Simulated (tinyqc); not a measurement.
One anharmonic mode: perturbation theory, self-consistent phonons and exact levels: one step, computed by the program tinyqc. Command: `OMP_NUM_THREADS=1 python tinyqc.py 3028958 3028959 out.jsonl scp walk`. One thread of a shared host (Intel(R) Xeon(R) Processor @ 2.30GHz), about 0.04 s of CPU time with the checks.

V(x) = k x^2/2 + b x^4 for one coordinate x of mass M. A constant K > 0 gives hbar Omega = sqrt((hbar^2/u) K/M) with K in eV/angstrom^2 and M in u.

Question. Hamiltonian in a small basis. Basis: oscillator states n of the constant |k|, with x = s (a + a+), s^2 = hbar Omega/(2|k|); H = hbar Omega (n + 1/2) + (k - |k|) x^2/2 + b x^4, with exact matrix elements of x^2 and x^4.

Inputs (values chosen for the exercise, for a model mode):
```
quantity                          value           unit
mode mass M                        73.7              u
harmonic constant k                25.6  eV/angstrom^2
quartic constant b                  325  eV/angstrom^4
basis size N of the small matrix      6              -
```

Shape: single well.

Constants: hbar^2/u = 4.18015928e-03 eV angstrom^2.

Give: H.

Answer.

H (meV), lower triangle (symmetric):
```
      1     2      3      4      5      6
1  19.6
2   0.0  59.9
3   1.5   0.0  102.3
4   0.0   4.4    0.0  146.9
5   0.9   0.0    8.7    0.0  193.6
6   0.0   2.0    0.0   14.5    0.0  242.5
```
